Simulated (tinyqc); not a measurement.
Haynes-Shockley experiment: drift, diffusion and decay of a minority-carrier pulse: one step, computed by the program tinyqc.

A thin sheet of excess carriers is made at x = 0, t = 0 in a long uniform bar; injection is low, so the pulse moves with the minority mobility.

Problem. The signal at the collector. dn(x, t) = N0/sqrt(4 pi D t) exp(-(x - v t)^2/(4 D t) - t/tau). At fixed x the signal peaks where d ln(dn)/dt = 0: a t^2 + t/2 - x^2/(4 D) = 0 with a = v^2/(4 D) + 1/tau. The full width at half maximum is found by solving dn(x, t) = peak/2 on both sides of the peak.

Inputs (values chosen for the exercise, modelled on electrons in p-type germanium in a lightly doped bar): lifetime tau = 69 microsecond; temperature T = 300 K; distance d to the collector = 0.71 cm; injected sheet density N0 = 1.6e+09 1/cm^2.

drift velocity v = 22016 cm/s

D = 88.93088 cm^2/s

Give: time of the peak t_p; peak density; width at half maximum.

Solution.

time of the peak t_p = 31.90 microsecond

peak density = 5.309e+09 1/cm^3

width at half maximum = 8.007 microsecond
